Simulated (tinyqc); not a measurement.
Thermal and gravitational stress in a wafer during furnace and rapid thermal processing, and the onset of slip: one step, computed by the program tinyqc. Command: `OMP_NUM_THREADS=1 python tinyqc.py 3027198 3027199 out.jsonl slip walk`. One thread of a shared host (Intel(R) Xeon(R) Processor @ 2.30GHz), about 0.01 s of CPU time with the checks.

A thin free disc in plane stress, isotropic; T(r) = T_centre + dT (r/R)^n. Stress is positive in tension; sigma_SB = 5.670374419e-8 W/(m^2 K^4), g = 9.80665 m/s^2.

Question. Ramp rate in a batch furnace. Critical resolved stress tau_c = A exp(U/(k_B T)), a form chosen for the exercise; slip when 0.492799 |s_tt(R)| > tau_c; allowed |dT| = tau_c (n + 2)/(0.492799 n alpha E). In a stack heated from the rim, heat flows inward by conduction and by radiation between wafers: k_eff = k + (16/3) sigma_SB T^3 s^2/t (a diffusion estimate with the spacing as path length). A steady ramp gives the parabolic lag dT = rho c (ramp) R^2/(4 k_eff); the allowed ramp uses n = 2.

Inputs (values chosen for the exercise, modelled on silicon):
```
quantity                              value        unit
wafer radius R                           75          mm
thickness t                             675  micrometre
Young's modulus E                       145         GPa
expansion alpha                        4.48      1e-6/K
temperature T                          1275           K
prefactor A of the critical stress  0.00037         MPa
energy U of the critical stress       0.997          eV
density rho                            2330      kg/m^3
heat capacity c                         967    J/(kg K)
conductivity k                         23.8     W/(m K)
wafer spacing s                          13          mm
ramp rate                               1.3       K/min
```

Constants: k_B = 8.617333262e-05 eV/K.

Give: k_eff; lag of the centre; allowed ramp rate.

Answer.

k_eff = 180.7 W/(m K)

lag of the centre = 0.3798 K

allowed ramp rate = 69.05 K/min

Radiation carries 87 % of the inward flow. The ramp is 0.02 of the allowed one.
